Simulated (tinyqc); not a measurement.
Trap density from the barrier height.

Inverse problem. In a partly depleted grain with all boundary traps filled, 2 N W = Qt and VB = q N W^2/(2 eps0 eps_r). Find Qt, W and the doping at which VB would equal Vt.

Values chosen for this exercise:

| symbol | value | unit | meaning |
|---|---|---|---|
| T | 400 | K | temperature |
| eps_r | 11.7 |  | relative permittivity |

Constants: q = 1.602176634e-19 C, kB = 1.380649e-23 J/K, Vt = kB T/q, eps0 = 8.8541878128e-14 F/cm where lengths are in cm. Results are converted to the units shown.

doping = 1.2e18 cm^-3
barrier height = 0.25776536 V

Answer. Eliminating W gives VB = q Qt^2/(8 eps0 eps_r N), which falls as 1/N.

Qt = 4.00e12 cm^-2
W = 16.7 nm
doping for VB = Vt = 8.97e18 cm^-3

Numbers from tinyqc (`OMP_NUM_THREADS=1 python tinyqc.py 2830101 2830102 out.jsonl`; about 0.01 s on one thread of a shared Intel Xeon 2.30GHz).
